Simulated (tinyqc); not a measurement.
# Programming of a floating-gate cell by Fowler-Nordheim tunnelling: what changes with what

Per tunnel area the floating gate has Ctun = 3.9 eps0/tox to the channel (0 V) and Ccg to the control gate, Ct = Ctun/(1 - ag), no other coupling. With the threshold shift U = -Q/Ccg the field is F = ag (Vg - U)/tox, and dU/dt = J/Ccg. Fowler-Nordheim: J = A F^2 exp(-B/F), A = q^2/(16 pi^2 hbar mo phi) (times 1e14 for A/cm^2 with F in V/nm, emitter mass m0), B = (4/3) sqrt(mo/C) phi^1.5, C = hbar^2/(2 m0).

Inputs (values chosen for the exercise); oxide values close to those of silicon dioxide:
```
symbol,value,unit,meaning
phi,3.01,eV,tunnel barrier
mo,0.41,m0,tunnelling mass
tox,6.4,nm,tunnel oxide thickness
ag,0.69,,coupling ratio Ccg/Ct
Vt0,-1.3,V,threshold shift at the start
Vg,9.7,V,control-gate voltage
```

Constants: q = 1.602176634e-19 C, hbar = 1.054571817e-34 J s, m0 = 9.1093837015e-31 kg, eps0 = 8.8541878128e-14 F/cm where lengths are in cm, hbar^2/(2 m0) = 0.0380998212 eV nm^2. Results are converted to the units shown.

Each table varies one quantity; the others keep the values above.

## Threshold shift against time

Exact: exp(B/F(t)) = exp(B/F(0)) + K t, K = A B ag/(Ccg tox), and U = Vg - tox F/ag.

Threshold shift against time:
```
t (s)    F (V/nm)  J (A/cm^2)     U (V)  dU/dlog10 t (V)
2.5e-8     1.1843     0.73636   -1.2844         0.035296
1.6e-7     1.1760     0.63396   -1.2077          0.19448
1e-6       1.1418     0.33394  -0.89036          0.64026
6.6e-6     1.0685    0.074201  -0.21087          0.93897
4.2e-5    0.98794    0.011094   0.53653          0.89339
0.00027   0.91501   0.0015072    1.2130          0.78023
0.0017    0.85228   2.0827e-4    1.7948          0.67883
0.011     0.79678   2.8144e-5    2.3096          0.59357
0.07      0.74846   3.9028e-6    2.7577          0.52380
```

U rises from -1.28 to 2.76 V, while J falls by 5.28 decades, at the end as t^(-1.07). Well past t0 = 9.04e-7 s the stored charge chokes the field and U gains only 0.524 V a decade.

## Effect of the gate voltage

Same model as above.

After 3e-5 s.

Effect of the gate voltage:
```
Vg (V)  F (V/nm)  J (A/cm^2)      U (V)
6.7      0.86172   2.8555e-4    -1.2928
7.3      0.92184   0.0018406    -1.2504
7.9      0.96796   0.0066087    -1.0782
8.6      0.99351    0.012775   -0.61519
9.2       1.0003    0.015125  -0.077870
9.8       1.0024    0.015929    0.50272
10.4      1.0030    0.016201     1.0964
11.1      1.0033    0.016308     1.7939
11.7      1.0034    0.016341     2.3931
```

U rises from -1.29 to 2.39 V, by 0.071 V a volt between the first two rows and 0.999 between the last two: once K t exceeds exp(B/F(0)) the final field, 1.00 V/nm, no longer depends on Vg. In 3 of the 9 rows the starting field exceeds 12 MV/cm, where the oxide would wear out or break down quickly.

## Effect of the coupling ratio

Same model as above.

After 3e-5 s.

Effect of the coupling ratio:
```
ag    F(0) (V/nm)  F (V/nm)  J (A/cm^2)    U (V)
0.42       0.7219    0.7219    1.179e-6   -1.300
0.47       0.8078    0.8076    4.248e-5   -1.297
0.52       0.8938    0.8906    7.204e-4   -1.261
0.57       0.9797    0.9556    0.004751   -1.030
0.63        1.083    0.9894     0.01151  -0.3510
0.68        1.169     1.000     0.01517   0.2845
0.73        1.255     1.009     0.01878   0.8535
0.78        1.341     1.019     0.02366    1.342
```

The starting field rises from 0.722 to 1.34 V/nm and U rises from -1.30 to 1.34 V. Between the last two rows 0.01 of coupling is worth 97.7 mV. In 2 of the 8 rows the starting field exceeds 12 MV/cm, where the oxide would wear out or break down quickly.

Range of the model: Programming fields of 10 MV/cm and more wear the oxide; trapping and the channel potential are ignored.

Numbers from tinyqc (`OMP_NUM_THREADS=1 python tinyqc.py 2130035 2130036 out.jsonl`; about 0.01 s on one thread of a shared Intel Xeon 2.30GHz).
